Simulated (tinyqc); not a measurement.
Long runs: velocity against field: Monte Carlo simulation of one carrier in a uniform electric field. Computed by tinyqc, a small Python program. Command: `OMP_NUM_THREADS=1 python tinyqc.py 3017593 3017594 out.jsonl mcfl walk`. One thread of a shared host (Intel(R) Xeon(R) Processor @ 2.30GHz), about 3 s of CPU time with the checks.

The force e F acts along +z. Flights end at the constant total rate Gamma; the part of Gamma that the real rates do not fill is self-scattering, which leaves k unchanged. One valley, no impurities and no intervalley scattering.

Inputs (values chosen for the exercise, modelled on InAs):
```
quantity                                              value    unit
effective mass m                                     0.0236     m_0
static permittivity eps_s                              15.1       -
high-frequency permittivity eps_inf                    12.3       -
density rho                                            5680  kg/m^3
sound velocity v_l                                     4410     m/s
acoustic deformation potential D_A                      5.7      eV
optical phonon energy hbar w                           29.8     meV
lattice temperature T                                   200       K
electric field F                                      0.025   kV/cm
energy E_max up to which Gamma must cover the rates     0.6      eV
seed of the random numbers                             4572       -
```

Crystal: polar. Band: parabolic.

Constants: k_B = 1.380649e-23 J/K; e = 1.602176634e-19 C; hbar = 1.054571817e-34 J s; m_0 = 9.1093837015e-31 kg; hbar = 6.582119569e-16 eV s; eps_0 = 8.8541878128e-12 F/m; k_B = 8.617333262e-05 eV/K.

Method:
- Parabolic band: E = hbar^2 k^2/(2 m), speed v = hbar k/m, states per spin, volume and energy g(E) = m k/(2 pi^2 hbar^2). Masses are multiplied by m_0 and all formulas are in SI units.
- Phonon occupation N_q = 1/(exp(hbar w/(k_B T)) - 1).
- Acoustic deformation potential (elastic, equipartition, absorption and emission together): 1/tau = 2 pi k_B T D_A^2 g(E)/(hbar rho v_l^2).
- Polar optical, unscreened: W = e^2 w (1/eps_inf - 1/eps_s) m (1 + 2 alpha E') ln|(k + k')/(k - k')| / (4 pi eps_0 hbar^2 k), times N_q for absorption (E' = E + hbar w) and N_q + 1 for emission (E' = E - hbar w > 0), with alpha = 0 for a parabolic band; mean cosine of the angle <cos> = (k^2 + k'^2)/(2 k k') - 1/ln|(k + k')/(k - k')|.
- Gamma is 1.05 times the largest total rate on the grid E = (j + 1/2) E_max/400, j = 0..399.
- On the grid E_j = (j + 1/2) hbar w/12 up to 20 k_B T + 2 hbar w, solve (sum of rates) l(E) = v(E) + W_abs <cos> l(E + hbar w) + W_em <cos> l(E - hbar w); mu_0 = e sum g v l exp(-E/k_B T)/(3 k_B T sum g exp(-E/k_B T)).
- Flight: t = -ln(r1)/Gamma; k_z grows by e F t/hbar; E follows from the band; dz = (E_end - E_start)/(e F).
- Choice: with cumulative rates in the order acoustic, absorption, emission, the process is the first whose sum exceeds r2 Gamma; if none, self-scattering.
- Final state: E' = E, E + hbar w or E - hbar w gives k'. Isotropic processes: cos(theta) = 1 - 2 r3 from the z axis, phi = 2 pi r4, k' (sin theta cos phi, sin theta sin phi, cos theta). Polar processes: cos(b) = [1 + xi - (1 + 2 xi)^r3]/xi, xi = 2 k k'/(k - k')^2, b from the old direction n; new direction cos b n + sin b (cos phi e1 + sin phi e2), e1 = (z x n)/|z x n|, e2 = n x e1.
- Each row: 250 carriers from a thermal start, 1600 flights each, the first half discarded, random numbers not printed; the error is the standard error over ten groups; the mean energy is taken at the ends of flights, which sample time evenly. Fields at which more than 0.02 % of the events exceed Gamma are left out.

Gamma = 4.58708 1e12/s

low-field mobility mu_0 = 70440.0 cm^2/(V s)

Monte Carlo results:
```
F (kV/cm)  drift velocity (1e5 m/s)  error (1e5 m/s)  mu_0 F (1e5 m/s)  mean energy (meV)  real events (%)
0.0063                       0.0719            0.025           0.04438               25.9             38.8
0.0130                       0.0929            0.028           0.09157               26.2             38.8
0.0250                       0.1870            0.030           0.17610               26.3             38.8
0.0500                       0.3500            0.031           0.35220               26.3             38.9
0.1000                       0.6320            0.029           0.70440               26.6             39.2
```

At the lowest field the drift velocity is 1.62 +/- 0.56 of the ohmic value mu_0 F, at the highest 0.90 +/- 0.04. The mean energy goes from 26 to 27 meV against the parabolic-band thermal value 3 k_B T/2 = 26 meV: the curve ends near the ohmic line. Only 39 to 39 % of the events are real; the rest is the price of a constant Gamma.

Extremes, crossings and ranges named in words are read from the listed rows.
